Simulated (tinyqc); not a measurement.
Charge stability of a double quantum dot, constant-interaction model with a charge sensor: one step of the calculation.

Capacitance matrix C = [[C1, -Cm], [-Cm, C2]], C1 = G1 + X1 + Cm + L1, C2 = G2 + X2 + Cm + L2. Gate charges n1 = (G1 V1 + X1 V2)/q, n2 = (X2 V1 + G2 V2)/q. The state (N1, N2) has U = (1/2) d^T E d with d = (N1 - n1, N2 - n2) and E = q^2 C^(-1). Leads at 0 V; no tunnel coupling, spin or level spacing. The sensor reads s1 <N1> + s2 <N2>.

Task. Charging energies and lever arms. E = q^2 C^(-1) holds EC1, EC2 on the diagonal and ECm off it; the lever arms are A = C^(-1) [[G1, X1], [X2, G2]] (row: dot, column: gate).

Inputs (values chosen for the exercise):
- G1 = 1.3 aF (gate 1 to dot 1)
- G2 = 1.5 aF (gate 2 to dot 2)
- X1 = 0.18 aF (gate 2 to dot 1)
- X2 = 0.063 aF (gate 1 to dot 2)
- Cm = 2.1 aF (between the dots)
- L1 = 3 aF (dot 1 to leads and ground)
- L2 = 4.8 aF (dot 2 to leads and ground)
- V1 = 78.8 mV (voltage of gate 1)
- V2 = 115 mV (voltage of gate 2)

Constants: q = 1.602176634e-19 C. Results are converted to the units shown.

Find: C; E; lever arms; gate charges.

Result.

C (aF):
```
      1      2
1  6.58   -2.1
2  -2.1  8.463
```

E (meV):
```
        1       2
1  26.443   6.562
2   6.562  20.560
```

lever arms (eV/V):
```
         1        2
1  0.21714  0.09114
2  0.06133  0.19986
```

gate charges: n1 0.7686, n2 1.1076

ECm is 28.1 % of the geometric mean of EC1 and EC2.

Numbers from tinyqc (`OMP_NUM_THREADS=1 python tinyqc.py 2470131 2470132 out.jsonl`; about 0.01 s on one thread of a shared Intel Xeon 2.30GHz).
